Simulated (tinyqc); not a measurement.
# Thin-film transistor with exponential tail and deep states, accumulation layer: two studies

An undoped film in accumulation, thicker than the space-charge layer. With band bending psi the Fermi level lies E0 - psi below the band edge. Free electrons n = n0 exp(psi/Vt) carry the current; electrons in two exponential distributions of traps, a = a0 exp(psi/Va) and d = d0 exp(psi/Vp), do not. Linear regime, ohmic contacts, traps in equilibrium.

Values chosen for this exercise; values close to those of amorphous indium gallium zinc oxide:

| symbol | value | unit | meaning |
|---|---|---|---|
| T | 290 | K | temperature |
| eps_r | 10 |  | relative permittivity of the semiconductor |
| Nc | 5.8e18 | cm^-3 | density of extended states |
| mb | 23 | cm^2/(V s) | band mobility |
| Nt | 4.1e18 | cm^-3 | total density of tail states |
| Tt | 410 | K | characteristic temperature of the tail |
| Nd | 6.5e16 | cm^-3 | total density of deep states |
| Td | 1990 | K | characteristic temperature of the deep states |
| E0 | 0.69 | eV | bulk Fermi level below the band edge |
| Ci | 17 | nF/cm^2 | gate capacitance |
| WL | 5 |  | ratio W/L |
| Vd | 0.1 | V | drain voltage |
| Vg | 9.1 | V | gate voltage above flat band |

Constants: q = 1.602176634e-19 C, kB = 1.380649e-23 J/K, Vt = kB T/q, eps0 = 8.8541878128e-14 F/cm where lengths are in cm. Results are converted to the units shown.

Each table varies one quantity; the others keep the values above.

## Effect of the total density of tail states

Va = kB Tt/q, Vp = kB Td/q; n0 = Nc exp(-E0/Vt), a0 = Nt th(T/Tt) exp(-E0/Va), d0 = Nd th(T/Td) exp(-E0/Vp), th(x) = pi x/sin(pi x). G(psi) = sum over the three kinds of c0 [V (exp(psi/V) - 1) - psi], field F = sqrt(2 q G/(eps0 eps_r)); Vg = psi + eps0 eps_r F/Ci at the surface. Total charge Q = Ci (Vg - psi_s); free charge Qf = q times the integral of n0 (exp(psi/Vt) - 1)/F over psi from 0 to psi_s; I = (W/L) mb Qf Vd; effective mobility mb Qf/Q.

Results:
```
Nt (cm^-3)  E0 - psi_s (eV)  Q (nC/cm^2)  free share (%)  effective mobility (cm^2/(V s))  I (nA)
1.4e17              0.02362        143.4           60.00                            13.80   989.2
3.2e17              0.02711        143.4           51.52                            11.85   849.8
1.7e18              0.04765        143.8           21.69                            4.988   358.6
3.9e18              0.06767        144.1           9.586                            2.205   158.9
8.9e18              0.09242        144.5           3.540                           0.8141   58.84
2e19                 0.1190        145.0           1.220                           0.2806   20.34
```

Estimate the missing row, Nt = 7.3e17 cm^-3.

Computed row:
```
Nt (cm^-3)  E0 - psi_s (eV)  Q (nC/cm^2)  free share (%)  effective mobility (cm^2/(V s))  I (nA)
7.3e17              0.03424        143.6           37.96                            8.730   626.6
```

With this row back in the table: As Nt goes from 1.4e17 to 2e19 cm^-3, the free share falls from 60.0 to 1.22 %, the distance of the Fermi level from the edge rises from 0.0236 to 0.119 eV and the current falls from 989 to 20.3 nA. Q varies by only 1.1 %: the gate sets the charge, the traps decide how much of it moves. For Nt = 1.4e17 to 1.7e18 cm^-3 the surface Fermi level is within 2 Vt of the band edge, where the exponential forms fail. In every row the th form, which assumes a Fermi level far below the edge, overcounts the filled tail at the surface by more than 15 %.

## Effect of the gate capacitance

Same model as above.

Result of one run:
```
Ci (nF/cm^2)  E0 - psi_s (eV)  Q (nC/cm^2)  free share (%)  effective mobility (cm^2/(V s))  I (nA)
3.4                    0.2254        29.36          0.3330                          0.07660   1.124
```

What becomes of these results when the gate capacitance Ci is changed from 3.4 to 21 nF/cm^2, all else the same?

Result of the changed run:
```
Ci (nF/cm^2)  E0 - psi_s (eV)  Q (nC/cm^2)  free share (%)  effective mobility (cm^2/(V s))  I (nA)
21                    0.05418        177.7           11.03                            2.536   225.4
```

The whole series:
```
Ci (nF/cm^2)  E0 - psi_s (eV)  Q (nC/cm^2)  free share (%)  effective mobility (cm^2/(V s))  I (nA)
3.4                    0.2254        29.36          0.3330                          0.07660   1.124
5.3                    0.1670        45.46           1.535                           0.3531   8.025
8.4                    0.1233        71.68           3.821                           0.8788   31.50
13                    0.08867        110.5           6.830                            1.571   86.78
21                    0.05418        177.7           11.03                            2.536   225.4
32                    0.02563        269.9           15.50                            3.564   481.1
```

As Ci goes from 3.4 to 32 nF/cm^2, the free share rises from 0.333 to 15.5 %, the distance of the Fermi level from the edge falls from 0.225 to 0.0256 eV and the current rises from 1.12 to 481 nA. At Ci = 32 nF/cm^2 the surface Fermi level is within 2 Vt of the band edge, where the exponential forms fail. For Ci = 8.4 to 32 nF/cm^2 the th form, which assumes a Fermi level far below the edge, overcounts the filled tail at the surface by more than 15 %.

Program tinyqc, `OMP_NUM_THREADS=1 python tinyqc.py 2610132 2610133 out.jsonl`; Intel Xeon 2.30GHz, shared host, one thread, about 0.02 s.
